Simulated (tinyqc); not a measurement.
What moves the results: Penn model of the dielectric constant and Phillips ionicity. A value that a table varies takes the place of the one given here.

n = 32/a^3; Ep^2 = 8 pi c e2 n with c = hbar^2/2m0, e2 = e^2/(4 pi eps0); EF = c (3 pi^2 n)^(2/3); eps = 1 + (Ep/Eg)^2 S with S = 1 - Eg/(4 EF) + (Eg/(4 EF))^2/3, Eg the Penn gap. Core d shells are left out.

Phillips: bond length d = sqrt(3) a/4; homopolar gap Eh = 39.74 d^(-2.48) eV (d in angstrom); Eg^2 = Eh^2 + C^2; ionicity fi = C^2/Eg^2.

Constants: hbar^2/2m0 = 3.80998211 eV angstrom^2; e^2/(4 pi eps0) = 14.39964547 eV angstrom.

Values chosen for the exercise (out of a larger set: near those of AlN; not measured data):
- a = 4.364 angstrom (cubic lattice constant, 32 valence electrons a cell)
- C0 = 7.66 eV (ionic gap, held fixed)
- ei = 4.93 (high-frequency dielectric constant)

## Dielectric constant under pressure

The lattice constant is scaled by the factor listed; C = C0.

Results:
```
factor  Eh (eV)  Eg (eV)  Ep (eV)    eps     fi
0.94      9.559   12.250   25.282  4.690  0.391
0.96      9.073   11.874   24.496  4.681  0.416
0.98      8.621   11.532   23.750  4.662  0.441
0.99      8.407   11.373   23.391  4.649  0.454
1.00      8.200   11.221   23.041  4.633  0.466
1.01      8.000   11.076   22.700  4.616  0.478
1.02      7.807   10.937   22.367  4.596  0.491
1.04      7.440   10.678   21.725  4.551  0.515
```

d ln eps/d ln a = -0.36 around factor 1: eps rises under compression. Ep^2 goes as a^-3 and Eh^2 as a^-4.96; with C fixed Eg^2 goes as a^-2.65 at fi = 0.466, and leaving S aside the two powers balance at fi = 0.395. The slope is a difference of two powers and the model omits d shells and any change of C, so it is no prediction for a real crystal; eps from C0 (row 1.00) need not match a measured ei.

## What moves the Penn gap and the ionicity

Eg from ei; fi = 1 - (Eh/Eg)^2, printed even where negative. Each row changes one parameter from the base and keeps the others.

Results:
```
case                Ep (eV)  Eg (eV)  Eh (eV)     fi
base                 23.041   10.819    8.200  0.426
a = 4.451 angstrom   22.369   10.496    7.808  0.447
ei = 4.44            23.041   11.509    8.200  0.492
```

The largest shifts from the base row, up to three for each result and ties (the steps differ in size, so this ranks the rows, not the parameters). Ep (eV): a -0.672; unchanged at the printed digits by ei. Eg (eV): ei +0.691, a -0.323. Eh (eV): a -0.392; unchanged at the printed digits by ei. fi: ei +0.067, a +0.021. With the tabulated Phillips C of about 7.3 eV, fi would be 0.44; this model leaves out the d-shell factor.

Program tinyqc; command `OMP_NUM_THREADS=1 python tinyqc.py 1681964 1681965 out.jsonl`; about 0.01 s on one thread of a shared Intel(R) Xeon(R) Processor @ 2.30GHz.
